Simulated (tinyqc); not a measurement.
Slow cooling against a quench: self-consistent Fermi level with native defects, at growth and after a quench. Computed by tinyqc, a small Python program. Command: `OMP_NUM_THREADS=1 python tinyqc.py 3005074 3005075 out.jsonl scfermi walk`. One thread of a shared host (Intel(R) Xeon(R) Processor @ 2.30GHz), about 0.04 s of CPU time with the checks.

Energies are counted from the top of the valence band (VBM); when the gap shrinks with temperature the conduction band moves and the levels stay. The added dopant is taken as fully ionised. D and A draw on one reservoir with opposite signs, as the two vacancies of a compound do.

Inputs (values chosen for the exercise, for a model semiconductor): gap E_g at 300 K = 2.25 eV; slope -dE_g/dT above 300 K = 0.00054 eV/K; electron mass m_e = 0.525 m_0; valleys M_c = 3; hole mass m_h = 0.574 m_0; E_f of the neutral native donor D = 2.417 eV; E_f of the neutral native acceptor A = 3.22 eV; shift s of the chemical potential = 0.14 eV; site density N_s = 3.1e+22 cm^-3; dopant density N_X = 4.2e+19 cm^-3; growth temperature T_g = 1340 K; temperature of use T = 400 K.

Added shallow dopant: donor.

levels of D above the VBM, most positive state first (eV): [1.24, 1.41, 1.5]

levels of A above the VBM, (0/-1) first (eV): [0.213, 1.1]

Constants: m_0 = 9.1093837015e-31 kg; k_B = 1.380649e-23 J/K; h = 6.62607015e-34 J s; k_B = 8.617333262e-05 eV/K.

Method:
- E_f(D, 0) = input + s and E_f(A, 0) = input - s; E_f(q, E_F = 0) follows from the levels, eps(q/q-1) = E_f(q - 1) - E_f(q) at E_F = 0.
- E_g(T) = E_g - slope x max(0, T - 300 K).
- N_c = 2 M_c (2 pi m_e k_B T/h^2)^(3/2) and N_v = 2 (2 pi m_h k_B T/h^2)^(3/2), masses in units of m_0.
- At growth T = T_g.
- n = N_c F_1/2((E_F - E_g)/k_B T), p = N_v F_1/2(-E_F/k_B T).
- F_1/2(eta) = (2/sqrt(pi)) int_0^infinity sqrt(x)/(1 + exp(x - eta)) dx, by the trapezoid rule in t = sqrt(x) with step 0.02 up to t = 12 (for eta < -12 by exp(eta) - exp(2 eta)/2^(3/2)).
- In equilibrium c_q = N_s exp(-(E_f(q, 0) + q E_F)/k_B T).
- Net charge = p - n + sum q c_q + N_X; the log ratio is ln(positive charge/negative charge).
- E_F is the root of the log ratio, by 50 bisections between -0.5 eV and E_g + 0.5 eV.
- After a quench the totals of D and A stay as grown, and each is shared among its charge states with weights exp(-(E_f(q, 0) + q E_F)/k_B T).
- Each E_F by bisection; full equilibrium lets the defects form and vanish at every T.

E_f(q, E_F = 0) (eV): D(+3) -1.593, D(+2) -0.353, D(+1) 1.057, D(0) 2.557, A(0) 3.080, A(-1) 3.293, A(-2) 4.393

total D = 2.20396e+13 cm^-3

total A = 1.28877e+17 cm^-3

Two histories (densities in cm^-3):
```
T (K)  E_F, equilibrium (eV)           n           p  all defects  E_F, frozen (eV)   n, frozen   p, frozen
1150                  1.6342  4.1268e+19  5.6452e+12   3.6697e+17            1.6354  4.1743e+19  5.5766e+12
960                   1.7823  3.9225e+19  2.7490e+10   1.3875e+18            1.7879  4.1742e+19  2.5694e+10
780                   1.9060  3.1060e+19  2.2128e+07   5.4700e+18            1.9280  4.1742e+19  1.5960e+07
590                   2.0021  1.2404e+19  2.3802e+02   1.4798e+19            2.0704  4.1742e+19  6.2103e+01
400                   2.0703  1.1380e+18  1.3842e-07   2.0431e+19            2.2055  4.1742e+19  2.7367e-09
```

What does the comparison show, and why?

At 400 K equilibrium would leave 2.04e19 defects per cm^3 against 1.29e17 frozen in, and E_F differs by +0.135 eV. The majority density of the quenched sample is 37 times the equilibrium one. Real samples lie between, set by the temperature at which diffusion stops.
